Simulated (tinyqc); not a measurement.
# Six-transistor SRAM cell, nodal equations and margins: what changes with what

Two cross-coupled inverters (pull-down bn, pull-up bp) hold the nodes Q and QB; access transistors (ba, threshold VTn, gate on the word line at Vdd when selected) join them to the bit lines. Transistor (EKV form, voltages against the body): I = 2 n b Vt^2 [F(vp - Vs) - F(vp - Vd)] from drain to source, F(v) = ln^2(1 + exp(v/(2 Vt))), vp = (Vg - VT + sg |Vd - Vs|)/n. n-channel bodies are at 0; for the p-channel device all voltages are counted down from Vdd. b in uA/V^2 gives I in uA. For an access transistor the bit line is the drain and the node the source. In a read both bit lines are at Vdd. The cell is symmetric (no mismatch).

Inputs (values chosen for the exercise):
```
symbol  value    unit                                  meaning
T         300       K                              temperature
Vdd       0.4       V                           supply voltage
n        1.33                                     slope factor
sg      0.103                   drain-induced barrier lowering
VTn       0.3       V                      n-channel threshold
VTp      0.43       V          p-channel threshold (magnitude)
bn        160  uA/V^2  gain factor of the pull-down transistor
ba         80  uA/V^2     gain factor of the access transistor
bp         81  uA/V^2    gain factor of the pull-up transistor
```

Constants: q = 1.602176634e-19 C, kB = 1.380649e-23 J/K, Vt = kB T/q. Results are converted to the units shown.

Each table varies one quantity; the others keep the values above.

## Effect of the gain factor of the access transistor

f(x) is the node voltage of one half-cell for input x: In = Ip in hold, In = Ip + Ia in a read. Static noise margin: side of the largest square between the curve (x, f(x)) and its mirror image (f(y), y); with h(c) the root x of f(x) - x = c, it is the maximum over c > 0 of h(c) - h(-c) + c. Q is the low node in a read and Iread the current of its access transistor. The write trip is the voltage to which the bit line of the high node must fall (the other staying at Vdd) for that state to vanish; higher is easier, and a negative value means that a grounded bit line does not write.

The same in every row: hold margin (mV) = 109.7.

Effect of the gain factor of the access transistor:
```
ba (uA/V^2)  read margin (mV)  Q in a read (mV)  Iread (uA)  write trip (mV)
40                      54.58             18.17      0.2424            117.3
56                      48.34             23.65      0.3053            133.5
77                      42.23             29.84      0.3708            148.8
110                     35.20             37.90      0.4473            166.1
150                     28.97             45.80      0.5127            181.5
210                     22.14             55.18      0.5773            199.2
```

Read the table: what changes, and by how much?

As ba goes from 40 to 210 uA/V^2, the read margin falls from 54.6 to 22.1 mV, the write trip rises from 117 to 199 mV and Iread rises from 0.242 to 0.577 uA. The read margin is 0.50 of the hold margin in the first row and 0.20 in the last. Read stability and write ability pull in opposite directions. In every row the read margin is under 100 mV, which threshold mismatch, left out here, can use up in a large array.

## Effect of the supply voltage

Same model as above.

Result of one run:
```
Vdd (V)  hold margin (mV)  read margin (mV)  Q in a read (mV)  Iread (uA)  write trip (mV)
0.85                290.7             146.5             95.21       7.554            222.7
```

What becomes of these results when the supply voltage Vdd is changed from 0.85 to 1 V, all else the same?

Result of the changed run:
```
Vdd (V)  hold margin (mV)  read margin (mV)  Q in a read (mV)  Iread (uA)  write trip (mV)
1                   337.1             171.1             118.9       12.04            251.0
```

The whole series:
```
Vdd (V)  hold margin (mV)  read margin (mV)  Q in a read (mV)  Iread (uA)  write trip (mV)
0.4                 109.7             41.48             30.64      0.3789            150.6
0.5                 153.3             67.86             42.45       1.142            163.2
0.6                 195.7             93.29             56.57       2.390            178.7
0.7                 236.1             116.6             71.75       4.108            195.7
0.85                290.7             146.5             95.21       7.554            222.7
1                   337.1             171.1             118.9       12.04            251.0
```

As Vdd goes from 0.4 to 1 V, the read margin rises from 41.5 to 171 mV, the write trip rises from 151 to 251 mV and Iread rises from 0.379 to 12.0 uA. The read margin is 0.38 of the hold margin in the first row and 0.51 in the last. For Vdd = 0.4 to 0.6 V the read margin is under 100 mV, which threshold mismatch, left out here, can use up in a large array.

tinyqc, about 0.2 s, one thread, Intel Xeon 2.30GHz (shared host): `OMP_NUM_THREADS=1 python tinyqc.py 2340147 2340148 out.jsonl`
